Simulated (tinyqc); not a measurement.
Warping of the constant-energy contours: six-band Luttinger-Kohn model.

Six-band Luttinger-Kohn model in the basis |3/2,3/2>, |3/2,1/2>, |3/2,-1/2>, |3/2,-3/2>, |1/2,1/2>, |1/2,-1/2>, electron energies, zero at the top of the unstrained valence band. H = -[rows: (P+Q, -S, R, 0, -S/r2, r2 R); (-S*, P-Q, 0, R, -r2 Q, r32 S); (R*, 0, P-Q, S, r32 S*, r2 Q); (0, R*, S*, P+Q, -r2 R*, -S*/r2); (-S*/r2, -r2 Q, r32 S, -r2 R, P+Dso, 0); (r2 R*, r32 S*, r2 Q, -S/r2, 0, P+Dso)], r2 = sqrt(2), r32 = sqrt(3/2). Levels are twofold.

P = c g1 k^2 - av tr(e); Q = c g2 (kx^2 + ky^2 - 2 kz^2) - (b/2)(exx + eyy - 2 ezz); R = c sqrt3 [-g2 (kx^2 - ky^2) + 2i g3 kx ky] + (sqrt3/2) b (exx - eyy) - i d exy; S = 2 c sqrt3 g3 (kx - i ky) kz - d (exz - i eyz); c = hbar^2/2m0, e the strain tensor (not engineering shear).

Constants: hbar^2/2m0 = 3.80998211 eV angstrom^2.

Values chosen for the exercise (near those of GaSb; not measured data):
- Dso = 0.732 eV (spin-orbit splitting)
- g1 = 13.59 (Luttinger gamma1)
- g2 = 4.66 (gamma2)
- g3 = 5.95 (gamma3)
- E_h = 40 meV (hole energy below the top)

No strain (e = 0). In the plane kz = 0, |k| where the top and second pairs lie E_h below the top, against the angle from [100]; m = c k^2/E_h.

Contours:

| angle (degrees) | k top (1/angstrom) | k second (1/angstrom) | m top (m0) | m second (m0) |
|---|---|---|---|---|
| 0 | 0.0496 | 0.0216 | 0.234 | 0.044 |
| 9 | 0.0508 | 0.0215 | 0.246 | 0.044 |
| 18 | 0.0546 | 0.0213 | 0.284 | 0.043 |
| 27 | 0.0604 | 0.0210 | 0.348 | 0.042 |
| 36 | 0.0669 | 0.0208 | 0.426 | 0.041 |
| 45 | 0.0701 | 0.0208 | 0.468 | 0.041 |

The heavy contour reaches 1.413 times as far along [110] as along [100], the light one 0.961 times. The warping follows g3 - g2 = 1.29 and would vanish for g2 = g3. Along [100] the heavy mass is 1/(g1 - 2 g2) = 0.234 at any energy, while the light one is 0.0445, against 1/(g1 + 2 g2) = 0.0436 at the edge, for E_h/Dso = 0.05.

Computed by tinyqc, a small Python program: `OMP_NUM_THREADS=1 python tinyqc.py 1080089 1080090 out.jsonl` (the numbers bound the seed that draws the inputs); one thread of a shared host (Intel(R) Xeon(R) Processor @ 2.30GHz), about 0.04 s for the whole set of steps.
